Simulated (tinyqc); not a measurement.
Mass anisotropy: shallow donor in an anisotropic valley (effective-mass theory).

One valley: H = -c [(d2/dx2 + d2/dy2)/mt + (d2/dz2)/ml] - q/(eps r), c = hbar^2/2m0, q = e^2/(4 pi eps0). Trial function exp(-sqrt((x^2 + y^2)/a^2 + z^2/b^2)) with a > b: T = (c/3)(2/(mt a^2) + 1/(ml b^2)), V = -(q/eps) atan(u/b)/u, u = sqrt(a^2 - b^2). The central cell of the impurity is left out.

Constants: hbar^2/2m0 = 3.80998211 eV angstrom^2; e^2/(4 pi eps0) = 14.39964547 eV angstrom; Ry = 13.60569312 eV; a0 (Bohr radius) = 0.5291772105 angstrom.

Inputs chosen for the exercise (out of a larger set: near those of a group-V donor in Si; not measured data):
- mt = 0.192 m0 (transverse mass)
- eps = 11.8 (dielectric constant)
- xs = (1.2, 1.9, 3.4, 4.3, 11, 16, 41, 260) (ratios ml/mt)

mt and eps fixed, ml varied. Energies in units of Ry*(mt) = Ry mt/eps^2 and lengths in a*(mt) = a0 eps/mt; the last two columns use one mass, 3/(1/ml + 2/mt) or (ml mt^2)^(1/3).

Results:
```
ml/mt   a/a*    b/a  binding  conductivity mass  density-of-states mass
1.20   0.962  0.937    1.062              1.059                   1.063
1.90   0.878  0.796    1.223              1.188                   1.239
3.40   0.792  0.649    1.436              1.308                   1.504
4.30   0.762  0.598    1.523              1.344                   1.626
11.0   0.665  0.431    1.874              1.435                   2.224
16.0   0.635  0.379    2.010              1.455                   2.520
41.0   0.576  0.274    2.333              1.482                   3.448
260    0.505  0.147    2.852              1.497                   6.383
```

The binding grows from 1.06 to 2.85 Ry*(mt); for ml going to infinity the exact problem becomes two-dimensional, with 4 Ry*. The conductivity mass saturates at 1.5 and underbinds, by 12 % at ml/mt = 4.3; the density-of-states mass errs by +7 % there and by +124 % in the last row. With these mt and eps one unit is 18.76 meV.

Program tinyqc; command `OMP_NUM_THREADS=1 python tinyqc.py 1251448 1251449 out.jsonl`; about 0.01 s on one thread of a shared Intel(R) Xeon(R) Processor @ 2.30GHz.
